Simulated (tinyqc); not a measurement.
Inside a calculation. Model: equilibrium crystal shape, supported particles, Gibbs-Thomson effect and coarsening. Computed by tinyqc, a small Python program that keeps every step. Command: `OMP_NUM_THREADS=1 python tinyqc.py 3028584 3028585 out.jsonl wulff walk`. One thread of a shared host (Intel(R) Xeon(R) Processor @ 2.30GHz), about 0.04 s of CPU time with the checks. Intermediate numbers are printed to about 7 digits and carried at full precision; extremes and crossings named in words are read from the listed rows.

A cubic crystal bounded by {100}, {110} and {111} facets only.

Inputs (values chosen for the exercise, for a model metal):
```
quantity                                value      unit
lattice constant a                       3.53  angstrom
first-neighbour bond energy e1          0.361        eV
second-neighbour bond energy e2         0.083        eV
atoms in the particle N                 17000         -
work of adhesion W_a                     0.33     J/m^2
temperature T                             975         K
precipitate interface energy gamma_i     0.16     J/m^2
solubility x_inf at a flat interface  0.00038         -
diffusivity D                         2.4e-16     m^2/s
mean radius at the start r0                12        nm
time t                                  36000         s
```

Surface energies: broken bonds, bcc.

Constants: 1 eV/angstrom^2 = 16.02176634 J/m^2; e = 1.602176634e-19 C; k_B = 8.617333262e-05 eV/K; k_B = 1.380649e-23 J/K.

## Surface energies from broken bonds

A cut with normal n breaks sum_R |R.n|/(2 Omega) bonds per area (R over all neighbours of a shell) and makes two surfaces: gamma = sum over shells e_s sum_R |R.n|/(4 Omega). bcc: 8 neighbours a/2 (1,1,1), 6 at a (1,0,0), Omega = a^3/2.

gamma (J/m^2): (100) 1.035039, (110) 0.807345, (111) 0.988791

Omega = 21.99349 angstrom^3

The lowest energy belongs to (110), the most densely packed plane of this lattice.

## The Wulff shape

Wulff construction: the facet planes lie at distances lambda gamma from the centre, and the shape is the region inside all of them; V = (1/3) sum of area x distance. gamma_mean = sum A gamma / sum A; shape factor eta = A/V^(2/3) (4.836 for a sphere). lambda follows from V = N Omega.

area fractions: {100} 0.0249657, {110} 0.9750343, {111} 0.0000000

gamma_mean = 0.8130292 J/m^2

shape factor eta = 5.302233

distances of the planes from the centre (nm): {100} 5.189126, {110} 4.047588, {111} 4.957263

surface energy per atom = 0.08214245 eV

Present: {100}, {110}.

## Chemical potential of the particle

For the Wulff shape mu - mu(bulk) = 2 Omega gamma/h, with gamma and h = lambda gamma the energy and distance of any one facet plane, here (111); the vapour pressure rises by exp[(mu - mu(bulk))/(k_B T)].

mu - mu(bulk) = 54.76163 meV

pressure ratio = 1.918947

This is 2/3 of the surface energy per atom (0.6667), since the total surface energy goes as N^(2/3).

## The particle on a substrate

Winterbottom: the particle sits on its largest facet family, {110}, with energy gamma_f; the substrate plane cuts the shape at the distance lambda (gamma_f - W_a) below the centre. Height over that of the free particle at the same lambda = (2 gamma_f - W_a)/(2 gamma_f). An isotropic particle with gamma_mean has cos(theta) = W_a/gamma_mean - 1 (Young-Dupre); a film dewets into particles whenever W_a < 2 gamma.

relative height = 0.7956263

contact angle theta = 126.4492 degrees

W_a is below gamma_f: more than half of the shape shows.

## Gibbs-Thomson solubility and coarsening

Spherical precipitates of nearly pure solute with atomic volume Omega: x(r) = x_inf exp(l/r), l = 2 gamma_i Omega/(k_B T). Diffusion-limited coarsening at small volume fraction (Lifshitz-Slyozov-Wagner): r^3 = r0^3 + K t, K = (4/9) D x_inf l; the number density falls as (r0/r)^3. The steady size distribution is assumed from the start, and D and x_inf are inputs that do not follow T.

capillary length l = 0.5228248 nm

x(r0)/x_inf = 1.044532

rate constant K = 0.02119183 nm^3/s

mean radius at t = 13.55561 nm

number density over its start = 0.6937235

The time to double the radius is 7 r0^3/K = 570000 s; t is 0.063 times that.

## Shape against the ratio gamma(100)/gamma(111)

Wulff construction: the facet planes lie at distances lambda gamma from the centre, and the shape is the region inside all of them; V = (1/3) sum of area x distance. gamma_mean = sum A gamma / sum A; shape factor eta = A/V^(2/3) (4.836 for a sphere). gamma(110)/gamma(111) is held at the value of this crystal.

Area fractions:
```
gamma(100)/gamma(111)     {100}     {110}  {111}       eta
0.550                  1.000000  0.000000      0  6.000000
0.628                  0.778167  0.221833      0  5.557332
0.754                  0.396547  0.603453      0  5.186659
0.890                  0.158384  0.841616      0  5.184201
1.050                  0.023481  0.976519      0  5.304454
1.170                  0.000000  1.000000      0  5.345392
1.360                  0.000000  1.000000      0  5.345392
1.750                  0.000000  1.000000      0  5.345392
```

{100} holds 100 % of the area in the first row and 0 % in the last; without {110} the limits are a cube below 1/sqrt(3) = 0.577 and an octahedron above sqrt(3) = 1.732. The roundest shape among these rows (eta = 5.184) is at the ratio 0.89; {110} shows in 7 rows.

Checks made by the program: volume against one third of area times distance (relative difference below 1e-10).
